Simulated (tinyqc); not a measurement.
What sets the wire resistivity: free and nearly free electrons in a metal.

The cubic cell holds 2 atoms: n = 2 z/a^3, kF = (3 pi^2 n)^(1/3), EF = c kF^2/m, vF = 2 c kF/(m hbar), c = hbar^2/2m0; rs = (3/(4 pi n))^(1/3)/a0; D(EF) = 3 n/(2 EF).

Square wire of width w with grain size w: rho/rho0 = 1/(1 - 3 al/2 + 3 al^2 - 3 al^3 ln(1 + 1/al)) + (3/4) (1 - p) l/w, with al = (l/w) Rg/(1 - Rg) (Mayadas-Shatzkes plus the thick-wire form of Fuchs-Sondheimer); l = hbar kF/(n e^2 rho), e = 1.602176634e-19 C.

Constants: hbar^2/2m0 = 3.80998211 eV angstrom^2; hbar = 6.58211957e-16 eV s; a0 (Bohr radius) = 0.5291772105 angstrom.

Inputs chosen for the exercise (near those of K; the results hold for these values, not for the real material): a = 5.205 angstrom (bcc lattice constant); z = 1 (free electrons an atom); m = 1 m0 (mass); rho = 7.45 micro-ohm cm (bulk resistivity); p = 0.5 (specularity of the surfaces); Rg = 0.41 (reflection at grain boundaries); w = 20 nm (wire width).

All results formed anew.

One parameter was then changed.

Results before and after:

| case | EF (eV) | l (nm) | wire rho (micro-ohm cm) |
|---|---|---|---|
| base | 2.137 | 29.12 | 21.899 |
| changed | 2.137 | 29.12 | 19.458 |

Which of these changes was made? (a) a = 5.361 angstrom; (b) p = 0.8; (c) Rg = 0.287; (d) w = 14 nm; (e) rho = 8.94 micro-ohm cm; (f) m = 1.2 m0.

Answer: (b) p = 0.8. Of the candidates, run in turn, only this one gives the changed row.

All candidates:

| case | EF (eV) | l (nm) | wire rho (micro-ohm cm) |
|---|---|---|---|
| base | 2.137 | 29.12 | 21.899 |
| a = 5.361 angstrom | 2.014 | 30.89 | 22.764 |
| m = 1.2 m0 | 1.780 | 29.12 | 21.899 |
| rho = 8.94 micro-ohm cm | 2.137 | 24.26 | 23.432 |
| p = 0.8 | 2.137 | 29.12 | 19.458 |
| Rg = 0.287 | 2.137 | 29.12 | 17.609 |
| w = 14 nm | 2.137 | 29.12 | 27.984 |

The mass drops out of l at given rho, because vF falls and tau rises by the same factor.

tinyqc: `OMP_NUM_THREADS=1 python tinyqc.py 1650979 1650980 out.jsonl`; about 0.01 s, one thread, shared Intel(R) Xeon(R) Processor @ 2.30GHz.
